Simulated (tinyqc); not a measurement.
# Small-signal admittance of a forward-biased p+-n diode: what changes with what

Holes injected into a neutral base of width wb with an ohmic contact at its end; low injection, p0 far above the equilibrium density. A small voltage v exp(i w t), w = 2 pi f, modulates the edge density by p0 v/Vt, and the small-signal density obeys Dp d2p/dx2 = (1/tau + i w) p.

Parameters, values chosen for the exercise; permittivity close to that of silicon:
```
symbol   value      unit                                   meaning
T          300         K                               temperature
eps_r     11.7                               relative permittivity
Nd      1.9e17     cm^-3                 donor density of the base
Dp         8.5    cm^2/s                hole diffusion coefficient
tau       3e-6         s                             hole lifetime
wb          56        um                 width of the neutral base
p0      3.4e15     cm^-3  excess hole density at the junction edge
Na        6e19     cm^-3           acceptor density of the p+ side
Rs       0.016  ohm cm^2                         series resistance
f        28000        Hz                          signal frequency
```

Constants: q = 1.602176634e-19 C, kB = 1.380649e-23 J/K, Vt = kB T/q, eps0 = 8.8541878128e-14 F/cm where lengths are in cm. Results are converted to the units shown.

Each table varies one quantity; the others keep the values above.

## Admittance against frequency

L = sqrt(Dp tau); direct current J = (q Dp p0/L) coth(wb/L); k = sqrt(1 + i w tau)/L; diffusion admittance Y = (q Dp p0/Vt) k coth(k wb) = G + i w C_diff; junction capacitance C_j = sqrt(q eps0 eps_r Nd/(2 Vr)) in the depletion approximation, with the remaining barrier Vr = Vt ln(Na/p0), a rough value under forward bias; base-width modulation is left out. Measured admittance 1/[Rs + 1/(Y + i w C_j)].

The same in every row: C_j (uF/cm^2) = 0.24975.

Admittance against frequency:
```
f (Hz)      w tau  G (S/cm^2)  C_diff (uF/cm^2)  measured G (S/cm^2)  measured C (uF/cm^2)  phase of the measured Y (degrees)
300     0.0056549      44.132            33.856               25.867                11.717                           0.048921
1000     0.018850      44.132            33.856               25.867                11.717                            0.16307
5000     0.094248      44.139            33.854               25.873                11.714                            0.81487
20000     0.37699      44.242            33.822               25.963                11.663                             3.2308
90000      1.6965      46.290            33.195               27.647                10.714                             12.361
4e5        7.5398      71.647            25.773               38.973                4.5639                             16.400
1e6        18.850      112.07            16.895               46.294                1.5915                             12.189
6e6        113.10      267.90            7.0438               55.515               0.15420                             5.9777
3e7        565.49      596.93            3.1612               59.463              0.015708                             2.8506
```

G starts at J/Vt = 44.1 S/cm^2 and C_diff at (J tau/(2 Vt))(1 - 2 x/sinh 2x) = 33.9 uF/cm^2, x = wb/L = 1.11. Between the last two rows G goes as f^(0.50) and C_diff as f^(-0.50); the limits are 1/2 and -1/2, reached when the signal penetrates only sqrt(Dp/w). The measured C is 66 % below C_diff + C_j in the first row and 100 % below it in the last, the difference being due to Rs.

## Effect of the width of the neutral base

Same model as above.

The same in every row: w tau = 0.5278; C_j (uF/cm^2) = 0.2497.

Effect of the width of the neutral base:
```
wb (um)  G (S/cm^2)  C_diff (uF/cm^2)  measured G (S/cm^2)  measured C (uF/cm^2)  phase of the measured Y (degrees)
2.5           717.0             1.755                57.49               0.01289                           0.002260
5             359.4             3.507                53.24               0.08246                            0.01561
9.9           183.2             6.918                46.60                0.4637                             0.1003
20            94.20             13.76                37.58                 2.228                             0.5976
39            54.80             25.37                29.25                 7.264                              2.502
77            39.43             41.33                24.37                 15.55                              6.406
150           36.66             50.65                23.42                 20.06                              8.568
300           36.61             51.54                23.42                 20.42                              8.724
```

What does the table show?

As wb goes from 2.5 to 300, G falls from 717 to 36.6 S/cm^2, C_diff rises from 1.76 to 51.5 uF/cm^2 and the measured C rises from 0.0129 to 20.4 uF/cm^2. C_diff exceeds C_j in every row.

tinyqc, about 0.01 s, one thread, Intel Xeon 2.30GHz (shared host): `OMP_NUM_THREADS=1 python tinyqc.py 2890127 2890128 out.jsonl`
